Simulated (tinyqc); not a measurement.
Bias-temperature instability from a Gaussian distribution of capture and emission barriers: one step, computed by the program tinyqc. Command: `OMP_NUM_THREADS=1 python tinyqc.py 3007491 3007492 out.jsonl bti walk`. One thread of a shared host (Intel(R) Xeon(R) Processor @ 2.30GHz), about 0.01 s of CPU time with the checks.

Each trap has a capture time tau_0 exp(E_c/(k_B T)) under stress and an emission time tau_0 exp(E_e/(k_B T)) after it. E_c is Gaussian, and E_e = E_c + d with d Gaussian and independent. A trap counts as filled once t_s exceeds its capture time and as emptied once t_r exceeds its emission time.

Question. Lifetime. Demarcation energies E_s = k_B T ln(t_s/tau_0), E_r = k_B T ln(t_r/tau_0); mean barrier mu = mu_c - k_F F; z = (E_s - mu)/sigma_c; Phi is the standard normal distribution. Temperatures in kelvin are T(C) + 273.15. Solve V_max Phi(z) = criterion for t_s; the power-law extrapolation from the stress point is t_s (criterion/dV0)^(1/n); 1 year = 3.15576e7 s.

Inputs (values chosen for the exercise, for a model p-channel transistor):

| quantity | value | unit |
|---|---|---|
| shift with all traps filled V_max | 260 | mV |
| spread of capture barriers sigma_c | 0.4 | eV |
| time constant tau_0 | 3e-09 | s |
| temperature T | 175 | C |
| stress time t_s | 4 | s |
| failure criterion | 20 | mV |

mean barrier mu = 1.4731 eV

shift without recovery dV0 = 12.75083 mV

time exponent n = 0.1999271

Constants: k_B = 8.617333262e-05 eV/K.

Give: log10 of the lifetime in s; log10 of the power-law estimate in s.

Answer.

log10 of the lifetime in s = 1.628

log10 of the power-law estimate in s = 1.580

The power law gives a time shorter by 0.05 decades, since n falls as traps fill; ten years is log10 = 8.50.
